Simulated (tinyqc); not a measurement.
Band edges of strained Si(1-x)Ge(x) on relaxed Si(1-y)Ge(y), step by step. Values are carried at full precision from step to step, so a last printed digit may differ when a step is redone from the rounded ones.

Values are linear in the Ge fraction but for ED(x) = linear - CD x (1 - x) and a(x) = linear - Ca x (1 - x). Energies are on the common scale of Ev.

Values chosen for the exercise (end members near Si and Ge, in this order; the results hold for these values, not for the real material):
- a = (5.431, 5.655) angstrom (lattice constant)
- Dso = (0.045, 0.291) eV (spin-orbit splitting)
- av = (2.45, 1.25) eV (valence hydrostatic potential)
- b = (-2.09, -2.59) eV (tetragonal shear potential)
- d = (-4.84, -5.36) eV (trigonal shear potential)
- C11 = (167.4, 127) GPa
- C12 = (64.4, 48.1) GPa
- C44 = (79, 66.2) GPa
- Ev = (0, 0.61) eV (top of the unstrained valence band)
- ED = (1.16, 0.936) eV (gap to the Delta valleys)
- EL = (2.016, 0.729) eV (gap to the L valleys)
- aD = (1.86, 1.4) eV (hydrostatic potential of the Delta gap)
- aL = (-3.04, -2.93) eV (hydrostatic potential of the L gap)
- XuD = (9.23, 9.68) eV (uniaxial potential, Delta)
- XuL = (16.19, 15.09) eV (uniaxial potential, L)
- CD = 0.177 eV (bowing of the Delta gap)
- Ca = 0 angstrom (bowing of the lattice constant)
- x = 1 (Ge fraction of the layer)
- y = 0.65 (Ge fraction of the relaxed buffer)
- face = 001 (growth face)

## Values of the layer and the buffer

Interpolate at x and at y.

Interpolated values (a in angstrom, C11, C12, C44 in GPa, all else in eV):
```
symbol     layer    buffer
a         5.6550    5.5766
Dso       0.2910    0.2049
av        1.2500    1.6700
b        -2.5900   -2.4150
d        -5.3600   -5.1780
C11     127.0000  141.1400
C12      48.1000   53.8050
C44      66.2000   70.6800
Ev        0.6100    0.3965
ED        0.9360    0.9741
EL        0.7290    1.1795
aD        1.4000    1.5610
aL       -2.9300   -2.9685
XuD       9.6800    9.5225
XuL      15.0900   15.4750
```

## Strain of the layer on a (001) buffer

Coherent growth on a (001) face: e_par = (a(y) - a(x))/a(x), e_perp = -2 (C12/C11) e_par; exx = eyy = e_par, ezz = e_perp, no shear.

Use the elastic constants of the layer.

e_par = -0.013864
e_perp = 0.010502

strain tensor in the cubic axes:
```
           x          y         z
x  -0.013864   0.000000  0.000000
y   0.000000  -0.013864  0.000000
z   0.000000   0.000000  0.010502
```

The layer is under compression in the plane; its volume changes by -1.723 %.

## Conduction valleys of the layer

A valley with unit axis u lies at Ev + gap + (av + a_valley) tr(e) + Xu (u.e.u - tr(e)/3); the Delta axes are x, y, z and the L axes [111], [1-1-1], [-11-1], [-1-11]. The second-order shift of the Delta valleys under shear is left out; it lowers the pair normal to the sheared plane by tens of meV at a shear of 1 %.

Give the hydrostatic shifts, the uniaxial shifts and the edges.

hydrostatic shifts of Delta and L (eV): -0.0456  0.0289

uniaxial shifts (eV): Delta x -0.0786, Delta y -0.0786, Delta z 0.1572, L [111] 0.0000, L [1-1-1] 0.0000, L [-11-1] 0.0000, L [-1-11] 0.0000

valley edges (eV): Delta x 1.4217, Delta y 1.4217, Delta z 1.6576, L [111] 1.3679, L [1-1-1] 1.3679, L [-11-1] 1.3679, L [-1-11] 1.3679

The lowest set is L4 (the digit counts whole valleys) at 1.3679 eV; the Delta valleys spread over 236 meV and the L valleys over 0 meV.

## Valence edges of the layer

Valence edges: Ev plus the levels of the 6 x 6 matrix of X, Y, Z times spin with -Dso/3 + l exx + m (eyy + ezz) on the diagonal (cyclic), n exy off it, l = av + 2 b, m = av - b, n = sqrt(3) d. Spin-orbit term (Dso/3) L.sigma on X, Y, Z with (L_k)_ij = -i epsilon_kij: <X+|H|Y+> = -i Dso/3, <X+|H|Z-> = Dso/3, <Y+|H|Z-> = -i Dso/3, <Z+|H|X-> = -Dso/3, <Z+|H|Y-> = i Dso/3, <X-|H|Y-> = i Dso/3, and their conjugates; + and - are the spin along z.

Give the strain block and the three twofold edges.

strain block (eV), lower triangle:
```
        X       Y        Z
X  0.0416
Y       0  0.0416
Z       0       0  -0.1477
```

edges from the top (eV): 0.6516  0.5562  0.2667

The top two edges are split by 95 meV.

## Gap and offsets against the buffer

Buffer: Ev(y) and Ec = Ev(y) + min(ED, EL). dEc = Ec(buffer) - Ec(layer), dEv = Ev(layer) - Ev(buffer); positive values confine the carrier in the layer; type I if both have one sign.

gap of the strained layer = 0.7164 eV
gap of the buffer = 0.9741 eV
dEc = 0.0027 eV
dEv = 0.2551 eV

Type I: electrons collect in the layer (3 meV) and holes in the layer (255 meV). The relaxed layer would have a gap of 0.729 eV, so strain has moved it by -13 meV. An offset this small is within the spread of published parameter sets, so the type is not settled by this model.

## Checks

- Mean of the three Delta edges against the hydrostatic shift alone (eV): both 1.50035.

(tinyqc, `OMP_NUM_THREADS=1 python tinyqc.py 1080525 1080526 out.jsonl`, Intel(R) Xeon(R) Processor @ 2.30GHz, 1 thread, shared host, about 0.01 s.)
